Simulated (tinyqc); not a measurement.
Conductivity against temperature: Debye-Callaway model of lattice thermal conductivity. Computed by tinyqc, a small Python program. Command: `OMP_NUM_THREADS=1 python tinyqc.py 3027166 3027167 out.jsonl callaway walk`. One thread of a shared host (Intel(R) Xeon(R) Processor @ 2.30GHz), about 0.01 s of CPU time with the checks.

Three acoustic branches with one velocity v, cut at omega_D = k_B Theta/hbar; x = hbar omega/(k_B T). v and Theta are separate inputs: Theta cuts off the heat-carrying modes, so C need not reach 3 k_B/V. gamma is an effective value that sets the umklapp rate.

Inputs (values chosen for the exercise, modelled on magnesium oxide):
```
quantity,value,unit
sound velocity v,6820,m/s
Debye temperature Theta,750,K
volume per atom V,9.34,angstrom^3
mean atomic mass M,20.15,u
effective Grueneisen parameter gamma,3.42,-
umklapp exponent divisor b,3,-
alloy fraction f,0.22,-
mass difference Delta M,8.95,u
Casimir length L,810,micrometre
```

Sample: crystal. Point defects: alloy. Normal processes: left out.

Constants: k_B = 1.380649e-23 J/K; hbar = 1.054571817e-34 J s; u = 1.6605390666e-27 kg.

Method:
- For a random alloy on all sites Gamma = f (1 - f) (Delta M/M)^2, with M the mean mass; strain-field scattering is left out. A = V Gamma/(4 pi v^3).
- Rates: point defects A omega^4; umklapp B omega^2 T exp(-Theta/(b T)) with B = hbar gamma^2/(M v^2 Theta). Boundaries: v/L.
- kappa_1 = c int tau_C g dx, g = x^4 e^x/(e^x - 1)^2, c = (k_B/(2 pi^2 v)) (k_B T/hbar)^3, over 0 < x < min(Theta/T, 40), by 96 Gauss-Legendre points in s with x = x_max s^2; tau_C = tau_R, the inverse of the summed rates, and kappa = kappa_1.
- The boundary limit is C v^2/(3 x boundary rate), with C = 3 c int g dx / v^2.

Rayleigh coefficient A = 7.93226e-44 s^3

Kappa (W/(m K)):
```
T (K),all processes,without point defects,boundary limit
7.5,99.704,299.53,299.53
15,209.45,2396.2,2396.3
26,289.30,11694,12479
45,326.77,6537.9,64685
75,214.38,1076.7,2.9144e+05
130,92.158,268.12,1.1019e+06
220,46.614,102.05,2.2885e+06
380,25.688,43.574,3.1880e+06
600,16.075,23.038,3.5594e+06
980,9.7897,12.328,3.7335e+06
```

What does the comparison show, and why?

kappa peaks among these rows at 45 K (T/Theta = 0.060) with 327 W/(m K). The exponent d ln kappa/d ln T is 1.07 at the cold end and -1.01 at the hot end. Point defects cost most at 26 K, a factor 40.4.

Extremes, crossings and ranges named in words are read from the listed rows.
